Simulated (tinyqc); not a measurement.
What a faster ramp buys: rapid thermal processing of a wafer: radiative balance, ramp and cooling, pattern effects, pyrometer error and spike budget. Computed by tinyqc, a small Python program. Command: `OMP_NUM_THREADS=1 python tinyqc.py 3112601 3112602 out.jsonl rtp walk`. One thread of a shared host (Intel(R) Xeon(R) Processor @ 2.30GHz), about 0.04 s of CPU time with the checks.

The wafer is opaque and uniform through its thickness unless said otherwise; temperatures in formulas are in kelvin (C + 273.15). sigma = 5.670374419e-12 W/(cm^2 K^4).

Inputs (values chosen for the exercise, modelled on a hot silicon wafer):
```
quantity                                              value         unit
wafer thickness d                                       775   micrometre
heat capacity per volume C                             2.14   J/(cm^3 K)
thermal conductivity k                                 0.22     W/(cm K)
emissivity eps of each face                            0.68            -
reflectivity of the chamber walls r                   0.015            -
gas heat-transfer coefficient h, both faces together   0.77  mW/(cm^2 K)
wall temperature T_w                                    350            K
process temperature                                     957            C
starting temperature                                    400            C
ramp rate                                                48          K/s
activation energy of the process E_a                    2.7           eV
```

Constants: k_B = 8.617333262e-05 eV/K.

Method:
- Effective emissivity between parallel grey plates: eps_eff = 1/(1/eps + 1/(1 - r) - 1). Loss per area q(T) = 2 eps_eff sigma (T^4 - T_w^4) + h (T - T_w).
- Absorbed power during a ramp = q(T) + C d x ramp rate; thermal time constant tau = C d/(dq/dT), dq/dT = 8 eps_eff sigma T^3 + h; natural cooling rate q/(C d); front-to-back difference under one-sided heating at the end of the ramp = (absorbed power) d/(2 k).
- Cooling with the lamps off: C d dT/dt = -q(T), integrated adaptively (relative tolerance 1e-10).
- Spike anneal: linear ramp to the peak, then lamps off. Equivalent time at the peak = int exp(-(E_a/k_B)(1/T - 1/T_peak)) dt; estimate (k_B T^2/E_a)(1/ramp rate + 1/cooling rate). The ramp part uses 4000 trapezoid steps, the cooling part 4000 steps over 4 tau.

time constant tau = 2.87912 s

holding power q = 18.0419 W/cm^2

natural cooling rate = 108.784 K/s

Against the ramp rate:
```
ramp (K/s)  ramp part (s)  cooling part (s)  total (s)  power at the peak (W/cm^2)
10                 4.4893           0.47870     4.9680                       19.70
25                 1.7957           0.47870     2.2744                       22.19
50                 0.8979           0.47870     1.3766                       26.33
100                0.4489           0.47870     0.9276                       34.63
250                0.1796           0.47870     0.6583                       59.50
500                0.0898           0.47870     0.5685                      100.97
1000               0.0449           0.47870     0.5236                      183.89
```

What does the comparison show, and why?

From 10 to 100 K/s the total falls by a factor 5.4, from 100 to 1000 K/s by 1.77: the cooling part, 0.479 s, is a floor, and the natural cooling rate here is 109 K/s.

Extremes, crossings and ranges named in words are read from the listed rows.
